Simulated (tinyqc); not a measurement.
# Pinning of the barrier by interface states

Cowley-Sze model with the space charge neglected: phiB = S (phiM - chi) + (1 - S)(Eg - phi0), S = 1/(1 + q Dit dl/(eps0 ei)), dl in cm.

Parameters, values chosen for the exercise; band and dielectric values close to those of cadmium telluride:

| symbol | value | unit | meaning |
|---|---|---|---|
| Eg | 1.48 | eV | band gap |
| chi | 4.32 | eV | electron affinity |
| dl | 0.2 | nm | thickness of the interfacial layer |
| ei | 3.9 |  | relative permittivity of the interfacial layer |
| phi0 | 0.74 | eV | neutral level above the valence band |
| phiM | 5.35 | eV | metal work function |

Constants: q = 1.602176634e-19 C, eps0 = 8.8541878128e-14 F/cm where lengths are in cm. Results are converted to the units shown.

Result of one run:
```
Dit (cm^-2 eV^-1)       S  phiB (eV)  change of phiB for 0.5 eV more work function (eV)
1e11               0.9991      1.030                                             0.4995
```

What becomes of these results when the density of interface states Dit is changed from 1e11 to 3e11 cm^-2 eV^-1, all else the same?

Result of the changed run:
```
Dit (cm^-2 eV^-1)       S  phiB (eV)  change of phiB for 0.5 eV more work function (eV)
3e11               0.9972      1.029                                             0.4986
```

The whole series:
```
Dit (cm^-2 eV^-1)        S  phiB (eV)  change of phiB for 0.5 eV more work function (eV)
1e11                0.9991      1.030                                             0.4995
3e11                0.9972      1.029                                             0.4986
1e12                0.9908      1.027                                             0.4954
3e12                0.9729      1.022                                             0.4865
1e13                0.9151      1.005                                             0.4575
3e13                0.7822     0.9668                                             0.3911
1e14                0.5187     0.8904                                             0.2593
3e14                0.2643     0.8166                                             0.1321
1e15               0.09728     0.7682                                            0.04864
```

S falls from 0.999 to 0.0973, passing 1/2 at Dit = eps0 ei/(q dl) = 1.08e14 cm^-2 eV^-1. The barrier falls from 1.03 to 0.768 eV, from near the Schottky-Mott value phiM - chi = 1.03 eV towards the pinned value Eg - phi0 = 0.740 eV.

Numbers from tinyqc (`OMP_NUM_THREADS=1 python tinyqc.py 2020157 2020158 out.jsonl`; about 0.1 s on one thread of a shared Intel Xeon 2.30GHz).
